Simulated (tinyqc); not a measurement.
# Worked calculation: surface potential of a MOS transistor: implicit equation and explicit approximations

tinyqc, about 0.01 s, one thread, Intel Xeon 2.30GHz (shared host): `OMP_NUM_THREADS=1 python tinyqc.py 2122130 2122131 out.jsonl` Printed values are rounded.

p-type body, charge-sheet picture, depletion and inversion only, full ionisation (an idealisation for deep acceptors), Boltzmann statistics (rough once Na exp(x - xn) passes about Nc/7). In units of Vt: xg = (Vg - Vfb)/Vt, x = psi/Vt, G = gamma/sqrt(Vt), xn = (2 phiF + Vc)/Vt. The implicit equation is (xg - x)^2 = G^2 [x - 1 + exp(x - xn)] for x above about 3. Cox = eps0 eox/tox.

Values chosen for this exercise; band and dielectric values close to those of silicon: temperature T = 300 K; band gap Eg = 1.11 eV; relative permittivity eps_r = 11.8; conduction-band density of states at T Nc = 2.77e19 cm^-3; valence-band density of states at T Nv = 2.6e19 cm^-3; relative permittivity of the gate insulator (close to aluminium oxide) eox = 8.91; insulator thickness tox = 14 nm; acceptor density Na = 4.3e17 cm^-3; flat-band voltage Vfb = -0.71 V; channel-body voltage Vc = 0.2 V; gate-body voltage Vg = 0.84 V.

Constants: q = 1.602176634e-19 C, kB = 1.380649e-23 J/K, Vt = kB T/q, eps0 = 8.8541878128e-14 F/cm where lengths are in cm. Results are converted to the units shown.

## Scales

ni = sqrt(Nc Nv) exp(-Eg/(2 Vt)), Eg in volts; phiF = Vt ln(Na/ni); gamma = sqrt(2 q eps0 eps_r Na)/Cox; VT = Vfb + Vt (xn + G sqrt(xn - 1)).

phiF = 0.448135 V
gamma = 0.673320 V^0.5
G = 4.18769
xn = 42.4056
VT = 1.08289 V
xg = 59.9567

## Explicit approximation

Depletion value a = 1 + [sqrt(G^2/4 + xg - 1) - G/2]^2; inversion value b = xn + ln[(xg - xn)^2/G^2 - xn + 1] and first guess y = min(a, b) - ln(1 + exp(-|a - b|)) if a > xn + 1, else b = y = a; one second-order correction with D = exp(y - xn), p = 2 (xg - y) + G^2 (1 + D), w = (xg - y)^2 - G^2 (y - 1 + D): z = y + 2 w/(p + sqrt(p^2 - 2 (2 - G^2 D) w)), or the Newton step z = y + w/p where the root is not real.

a = 35.3965
b = 35.3965
y = 35.3965
p = 66.6729
w = -0.0158467
z = 35.3963

The root of the implicit equation is x = 35.3963; y misses it by 2.4e-4 and z by 7.1e-15, in units of Vt.

## Starting value

x = y rounded to two decimals.

x at the start = 35.4

## Iteration 1: new x

D = exp(x - xn), f = (xg - x)^2 - G^2 (x - 1 + D), f' = -2 (xg - x) - G^2 (1 + D), x(new) = x - f/f'.

D = 9.06796e-4
f = -0.249068
f' = -66.6660
x after iteration 1 = 35.3963

## Iteration 2: new x

As before.

D = 9.03414e-4
f = 1.38472e-5
f' = -66.6734
x after iteration 2 = 35.3963

## Course of the iteration

Stop when the step is below 1e-11, or after 60 iterations.

Course of the iteration:
```
iteration  x before the step      step
1                       35.4  -3.74e-3
2                    35.3963   2.08e-7
3                    35.3963         0
```

Converged in 3 iterations.

## Potential, charges and gate control

converged x = 35.3963

psi = Vt x; N_dep = Cox Vt G sqrt(x - 1)/q; N_inv = (Cox Vt G/q) [sqrt(x - 1 + exp(x - xn)) - sqrt(x - 1)]; dpsi/dVg = 1/[1 + G^2 (1 + exp(x - xn))/(2 (xg - x))].

psi = 0.915064 V
N_dep = 2.23312e12 cm^-2
N_inv = 2.9326e7 cm^-2
dpsi/dVg = 0.736738

psi lies 7.0 Vt below 2 phiF + Vc.
